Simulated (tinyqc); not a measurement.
Internal loss and injection efficiency from two cavity lengths.

Question. The differential efficiency of both facets obeys 1/eta_d = (1/eta)[1 + 2 ai Lc/ln(1/(R1 R2))]. Find eta and ai.

Values chosen for this exercise: front reflectance R1 = 0.05; back reflectance R2 = 0.9.

differential efficiency at Lc = 1000 and 2500 um: [0.40613697, 0.22013555]

Answer. 1/eta_d is linear in Lc: the intercept is 1/eta, and slope over intercept is 2 ai/ln(1/(R1 R2)).

eta = 0.930
ai = 20.0 1/cm

Computed by the program tinyqc: `OMP_NUM_THREADS=1 python tinyqc.py 2840128 2840129 out.jsonl`, one thread of a shared Intel Xeon 2.30GHz, about 0.02 s for the whole run.
